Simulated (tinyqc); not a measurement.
# Worked calculation: bandgap voltage reference from two bipolar transistors

Computed by the program tinyqc: `OMP_NUM_THREADS=1 python tinyqc.py 2062115 2062116 out.jsonl`, one thread of a shared Intel Xeon 2.30GHz, about 0.02 s for the whole run. Printed values are rounded.

Two transistors of area 1 and N carry the same current I. Is(T) = Is (T/T0)^eta exp[(Vg0 q/kB)(1/T0 - 1/T)], VBE1 = Vt ln(I/Is(T)) + I rb, VBE2 = Vt ln(I/(N Is(T))) + I rb/N. The amplifier forces I R1(T) = VBE1 - VBE2 + Vos, with R(T) = R (1 + tc (T - T0)) for both resistors, and the output is Vref = VBE1 + I R2(T). Base currents and the Early effect are neglected.

Inputs (values chosen for the exercise); values of the order met in silicon bipolar transistors:

| symbol | value | unit | meaning |
|---|---|---|---|
| T0 | 300 | K | reference temperature |
| Vg0 | 1.141 | V | band-gap voltage extrapolated to 0 K |
| eta | 3.9 |  | temperature exponent of the saturation current |
| Is | 6.2e-17 | A | saturation current of the unit transistor at T0 |
| N | 15 |  | area ratio of the second transistor |
| R1 | 4.6 | kohm | resistor across which the difference of VBE falls, at T0 |
| tc | 0 | ppm/K | temperature coefficient of both resistors |
| Vos | 0 | mV | offset of the amplifier |
| rb | 110 | ohm | series resistance of the unit transistor |
| R2 | 35.44 | kohm | output resistor at T0 |
| T | 358 | K | temperature |

Constants: q = 1.602176634e-19 C, kB = 1.380649e-23 J/K. Results are converted to the units shown.

## Operating point at the reference temperature

Vt = kB T/q; I = (Vt ln N + Vos)/(R1(T) - rb (1 - 1/N)). Evaluate at T = T0.

Vt = 0.0258520 V
I = 15.5667 uA
Is(T) = 6.2e-17 A
VBE1 = 0.680302 V
I R2 = 0.551683 V
Vref = 1.23198 V

## Operating point at another temperature

Vt = kB T/q; I = (Vt ln N + Vos)/(R1(T) - rb (1 - 1/N)).

Vt = 0.0308501 V
I = 18.5762 uA
Is(T) = 1.57466e-13 A
VBE1 = 0.575421 V
I R2 = 0.658342 V
Vref = 1.23376 V

From T0 to T, VBE1 changes by -105 mV and I R2 by 107 mV, which leaves 1.78 mV in Vref.

## Resistor for zero slope at T0, ideal case

With tc = 0, Vos = 0 and rb = 0 the current is proportional to T, dVBE/dT = (VBE - Vg0 - (eta - 1) Vt)/T, and Vref has zero slope at T0 when Vref = Vg0 + (eta - 1) Vt0. Find VBE1, its slope, that Vref, R2/R1 and the curvature d2Vref/dT2 = -(eta - 1) kB/(q T0).

VBE1 = 0.678006 V
dVBE/dT = -1.79322 mV/K
Vref = 1.21597 V
R2/R1 = 7.68428
curvature = -0.833009 uV/K^2
